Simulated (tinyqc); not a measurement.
## Thermal resistances of a two-die stack

Problem. Heat leaves through the lower die only, and the system is linear. Find the resistance R1 from the lower die to the coolant, R2 between the dies, and the rise of the upper die when both are powered.

Values chosen for this exercise: power of the lower die P1 = 10 W; power of the upper die P2 = 17 W.

rises of the lower and upper die with only the lower one powered (K): [2.6, 2.6]
rises of the lower and upper die with only the upper one powered (K): [4.42, 10.2]

Solution. With only the lower die powered no heat crosses R2, so both dies rise by P1 R1; the difference in the second test is P2 R2; rises add.

R1 = 0.2600 K/W
R2 = 0.3400 K/W
rise of the upper die = 12.80 K

Numbers from tinyqc (`OMP_NUM_THREADS=1 python tinyqc.py 2162158 2162159 out.jsonl`; about 0.03 s on one thread of a shared Intel Xeon 2.30GHz).
